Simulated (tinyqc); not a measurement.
# Worked calculation: ellipsometry and reflectance of a transparent film on an absorbing substrate

Computed by the program tinyqc: `OMP_NUM_THREADS=1 python tinyqc.py 2870111 2870112 out.jsonl`, one thread of a shared Intel Xeon 2.30GHz, about 0.3 s for the whole run. Printed values are rounded.

Air (index 1), film, substrate with N2 = n2 - i k2; time factor exp(+i w t). q_j = sqrt(N_j^2 - sin^2 th), root with positive real part. Fresnel coefficients r_s = (q_a - q_b)/(q_a + q_b), r_p = (N_b^2 q_a - N_a^2 q_b)/(N_b^2 q_a + N_a^2 q_b). tan(Psi) exp(i Delta) = R_p/R_s, Delta taken from 0 to 360 degrees.

Parameters, values chosen for the exercise; indices close to those of silicon nitride on silicon:
- lam = 800 nm (wavelength)
- th = 70 degrees (angle of incidence)
- n1 = 2.008 (index of the transparent film)
- d = 39 nm (film thickness)
- n2 = 3.692 (index of the substrate)
- k2 = 0.0065 (extinction coefficient of the substrate)

## Interface coefficients and thickness period

q0, q1, q2 and the coefficients r01 and r12 for p and s; the results repeat in d with the period lam/(2 q1).

q0 = 0.3420201
q1 = 1.774554
q2 = 3.570412-0.006721i
r01,p = -0.1254144
r01,s = -0.6768172
r12,p = 0.2537941-0.0007665i
r12,s = -0.3359916+0.0008350i
period = 225.4088 nm

## Psi, Delta and reflectances

beta = 2 pi d q1/lam, X = exp(-2 i beta), R = (r01 + r12 X)/(1 + r01 r12 X) for p and s.

beta = 0.5435553 rad
X = 0.4650453-0.8852869i
R_p = -0.0147180-0.2279768i
R_s = -0.7763887+0.1278727i
Psi = 16.18998 degrees
Delta = 95.65892 degrees
|R_p|^2 = 0.05219004
|R_s|^2 = 0.6191308

The bare substrate gives Psi = 9.129 and Delta = 179.67 degrees.
